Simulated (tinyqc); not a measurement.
Inside a calculation. Method: tight binding, dimerised chain. One step of it, computed by the program tinyqc.

Task: Levels at k. Diagonalise the Hermitian matrix.

H(k) at k (eV), order A, B:
```
[[0.350000, -1.808661+0.675462i],
 [-1.808661-0.675462i, -0.350000]]
```

Give: eigenvalues; weights |c|^2 of the basis functions.

Result:

eigenvalues (eV): [-1.9621, 1.9621]

weights |c|^2 of the basis functions, order A, B:
```
[[0.4108, 0.5892],
 [0.5892, 0.4108]]
```
